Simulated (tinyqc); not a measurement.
What each parameter does: BHZ model on a square lattice (one spin block).

h(k) = e0 + d.s with s the Pauli matrices in the basis (E, H), k in units of 1/a: dx = (A/a) sin kx, dy = (A/a) sin ky, dz = M - (2B/a^2)(2 - cos kx - cos ky), e0 = -(2D/a^2)(2 - cos kx - cos ky). The other spin block is h*(-k). For small k this is the continuum model with dz = M - B k^2.

Inputs chosen for the exercise (of the size used for thin Bi2Se3 films; shifted at random, so the results belong to these values and not to a real crystal): A = 2.75 eV angstrom; B = -17.5 eV angstrom^2; D = -4.6 eV angstrom^2; M = -0.1125 eV (mass term); a = 15 angstrom (grid spacing); k = (-0.09, 0.09) 1/a (wave vector).

Levels at k and dz there. Each row changes one parameter from the base and keeps the others.

Results:
```
case                      lower (meV)  upper (meV)  dz (meV)
base                         -113.324      113.986  -111.241
A = 3.025 eV angstrom        -113.825      114.487  -111.241
B = -19.25 eV angstrom^2     -113.201      113.863  -111.115
D = -3.68 eV angstrom^2      -113.391      113.920  -111.241
M = -0.1075 eV               -108.436      109.097  -106.241
a = 17 angstrom              -113.142      113.657  -111.520
```

The largest shifts from the base row, up to three for each result and ties (the steps differ in size, so this ranks the rows, not the parameters). lower (meV): M +4.889, A -0.501, a +0.183. upper (meV): M -4.889, A +0.501, a -0.329. dz (meV): M +5.000, a -0.279, B +0.126; unchanged at the printed digits by A and D. D shifts both levels alike and leaves the states, so it cannot change the topology while the gap stays open.

(tinyqc, `OMP_NUM_THREADS=1 python tinyqc.py 1480863 1480864 out.jsonl`, Intel(R) Xeon(R) Processor @ 2.30GHz, 1 thread, shared host, about 0.1 s.)
